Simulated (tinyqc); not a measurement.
Inside a calculation. Model: input admittance of a MOSFET at zero drain bias: distributed channel and distributed gate.

tinyqc, about 0.01 s, one thread, Intel Xeon 2.30GHz (shared host): `OMP_NUM_THREADS=1 python tinyqc.py 2262173 2262174 out.jsonl` Printed values are rounded.

Source and drain grounded, strong inversion, w = 2 pi f, Cox = eps0 eox/tox. The channel is an RC line of resistance 1/(mu Cox Vo) per square fed from both ends, so one finger has the intrinsic admittance y = i w Cox L tanh(g)/g per width, g = (1/2) sqrt(i w tau), tau = L^2/(mu Vo). The vertical resistance rv/L is in series with y, the overlaps 2 i w Cov in parallel: y_t = 1/(1/y + rv/L) + 2 i w Cov. The gate strip is a line of Rsh/L per length loaded by y_t, so a finger has Y = y_t Wf tanh(k)/k, k = (Wf/sd) sqrt(y_t Rsh/L); the device has Nf Y.

Values chosen for this exercise; values of the order met in silicon radio-frequency transistors:
```
symbol  value        unit                                                               meaning
eox      21.7              relative permittivity of the gate insulator (close to hafnium oxide)
tox       5.4          nm                                                   insulator thickness
L        0.22          um                                                        channel length
Wf        1.2          um                                                          finger width
Nf         32                                                                 number of fingers
mu        110  cm^2/(V s)                                                      channel mobility
Vo        0.3           V                                                        gate overdrive
Rsh       4.4  ohm/square                                          sheet resistance of the gate
rv        1.5    ohm um^2                                vertical resistivity of the gate stack
sd          2                                     number of ends at which a finger is contacted
Cov      0.21       fF/um                           overlap and fringe capacitance on each side
f          34         GHz                                                             frequency
```

Constants: eps0 = 8.8541878128e-14 F/cm where lengths are in cm. Results are converted to the units shown.

## Low-frequency resistances and capacitance

Low-frequency limits, with c = Cox L and ct = c + 2 Cov: R_strip = Rsh Wf/(3 sd^2 L Nf), R_ch = (c/ct)^2 L/(12 mu Cox Vo Wf Nf), R_vert = (c/ct)^2 rv/(L Wf Nf), C = ct Wf Nf.

parts (ohm): strip 0.0625, channel 3.662558, vertical 0.1599338
sum = 3.884992 ohm
C = 316.7139 fF
1/(2 pi R C) = 129.3489 GHz

The channel term is the largest, 94.3 % of the sum.

## Admittance of the channel and stack per width

tau, g, c = Cox L, y and y_t as defined.

tau = 14.66667 ps
g = 0.6258210+0.6258210i
c = 7.827758 fF/um
y = 397.218+1547.935i uS/um
y_t = 412.349+1629.137i uS/um

w tau = 3.13, and Im y is 0.926 of w c.

## Input impedance of the device

k and Y as defined; Z = 1/(Nf Y) = R + 1/(i w C); Q = |Im Z|/R; signal at the point farthest from a contact |1/cosh k|.

k = 0.08680034+0.06756765i
Nf Y = 16.06227+62.43414i mS
R = 3.864821 ohm
C = 311.5993 fF
Q = 3.887007
signal at the far point = 0.9985060

R is 0.52 % below its low-frequency limit and C is 1.6 % below its own.
